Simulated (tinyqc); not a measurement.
Single-domain magnet: Stoner-Wohlfarth switching, Neel-Arrhenius retention, LLG dynamics and spin torque: one step, computed by the program tinyqc. Command: `OMP_NUM_THREADS=1 python tinyqc.py 3002615 3002616 out.jsonl macro walk`. One thread of a shared host (Intel(R) Xeon(R) Processor @ 2.30GHz), about 0.04 s of CPU time with the checks.

The moment is uniform, with unit vector m; z is the easy axis. mu_0 = 1.25663706212e-6 T m/A, gamma = 1.76085963023e11 rad/(s T).

Problem. One LLG step. In the time s = gamma mu_0 H_K t: (1 + alpha^2) dm/ds = -m x b - alpha m x (m x b) + a [m x (m x z) - alpha m x z], b = m_z z, a = alpha I/I_c0; Heun steps (Euler predictor, mean of the two slopes) without renormalising; start m = (sin theta_0, 0, cos theta_0), theta_0 = 1/sqrt(2 Delta).

Inputs (values chosen for the exercise, for a model magnet): temperature T = 300 K; damping alpha = 0.011; drive I/I_c0 = 2.5; time step times gamma mu_0 H_K = 0.1.

Shape: thin disc, easy axis normal to it.

stability factor Delta = 150.1617

Give: m at the start; first slope; predictor; second slope; m after the step.

Solution.

m at the start: [0.0577, 0.0000, 0.9983]

first slope: [0.00095, 0.05759, -0.00005]

predictor: [0.0578, 0.0058, 0.9983]

second slope: [-0.00480, 0.05778, -0.00006]

m after the step: [0.0575, 0.0058, 0.9983]

Caution: a flat cylinder has a smaller N_z than the spheroid of the same t/d, so K_eff of a real disc is larger.
